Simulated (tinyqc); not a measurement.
# Frequency dispersion of an accumulation capacitance by border traps, distributed model: capacitance and loss against frequency

Traps spread evenly through the insulator exchange electrons with the semiconductor by tunnelling, with tau(x) = t0 exp(2 ka x) at depth x from the interface. The admittance per area Y seen at depth x obeys dY/dx = -Y^2/(i w eps0 eox) + q Nb ln(1 + i w tau)/tau, with Y(0) = i w Cs and w = 2 pi f; the gate sees Y(tox) = G + i w C. Working variable y = Y/(i w), in uF/cm^2. Cox = eps0 eox/tox.

Cox; trap-free value 1/(1/Cox + 1/Cs); response depth d = ln(1/(w t0))/(2 ka), where w tau = 1; lumped estimate: all traps within d act as C_bt = q Nb d placed at d/2, so C = 1/{1/[1/(1/Cs + d/(2 eps0 eox)) + C_bt] + (tox - d/2)/(eps0 eox)}. C and G from a fine integration; dispersion -d C/d log10 f over C, from f times and over 1.1. For a broad spread of time constants G/w is close to -(pi/2) dC/d ln w.

Parameters, values chosen for the exercise; permittivity close to that of aluminium oxide:
```
symbol,value,unit,meaning
eox,8.74,,relative permittivity of the insulator
tox,8.4,nm,insulator thickness
Cs,1.5,uF/cm^2,semiconductor capacitance in accumulation
Nb,4e19,cm^-3 eV^-1,density of border traps
ka,3.3,1/nm,decay constant of the wave function in the insulator
t0,4e-11,s,time constant of a trap at the interface
```

Constants: q = 1.602176634e-19 C, eps0 = 8.8541878128e-14 F/cm where lengths are in cm. Results are converted to the units shown.

The same in every row: trap-free C (uF/cm^2) = 0.5707.

Result of one run:

| d (nm) | C (uF/cm^2) | G/w (uF/cm^2) | dispersion (% a decade) | -(pi/2) dC/d ln w (uF/cm^2) | lumped C (uF/cm^2) |
|---|---|---|---|---|---|
| 0.9070 | 0.6667 | 0.02084 | 4.575 | 0.02081 | 0.6506 |

Which frequency f gave this result: 100, 1000, 10000 or 1e7 Hz?

f = 1e7 Hz.

The whole series:

| f (Hz) | d (nm) | C (uF/cm^2) | G/w (uF/cm^2) | dispersion (% a decade) | -(pi/2) dC/d ln w (uF/cm^2) | lumped C (uF/cm^2) |
|---|---|---|---|---|---|---|
| 10 | 3.000 | 0.8668 | 0.02623 | 4.429 | 0.02619 | 0.8225 |
| 100 | 2.651 | 0.8295 | 0.02471 | 4.359 | 0.02467 | 0.7937 |
| 1000 | 2.303 | 0.7943 | 0.02344 | 4.319 | 0.02341 | 0.7652 |
| 10000 | 1.954 | 0.7608 | 0.02243 | 4.314 | 0.02239 | 0.7368 |
| 1e5 | 1.605 | 0.7286 | 0.02165 | 4.348 | 0.02161 | 0.7084 |
| 1e6 | 1.256 | 0.6973 | 0.02112 | 4.431 | 0.02108 | 0.6797 |
| 1e7 | 0.9070 | 0.6667 | 0.02084 | 4.575 | 0.02081 | 0.6506 |

C falls from 0.8668 to 0.6667 uF/cm^2, towards the trap-free 0.5707; each decade of frequency removes ln 10/(2 ka) = 0.349 nm from the response depth. The dispersion goes from 4.43 through a minimum of 4.31 (at f = 10000 Hz among the rows listed) to 4.58 % a decade and G/w falls from 0.0262 to 0.0208 uF/cm^2. G/w stays at 1.00 times -(pi/2) dC/d ln w, the relation for a broad spread of time constants.

Program tinyqc, `OMP_NUM_THREADS=1 python tinyqc.py 2202021 2202022 out.jsonl`; Intel Xeon 2.30GHz, shared host, one thread, about 0.5 s.
